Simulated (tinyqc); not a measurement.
Tight binding, dimerised chain, step by step. One step of it, computed by the program tinyqc.

Question. Levels at X. Diagonalise the Hermitian matrix.

H(k) at X (eV):
```
          A          B
A  0.940000   0.960000
B  0.960000  -0.940000
```

Give: eigenvalues; weights |c|^2 of the basis functions.

Answer.

eigenvalues (eV): -1.3436  1.3436

weights |c|^2 of the basis functions:
```
   band 1  band 2
A  0.1502  0.8498
B  0.8498  0.1502
```
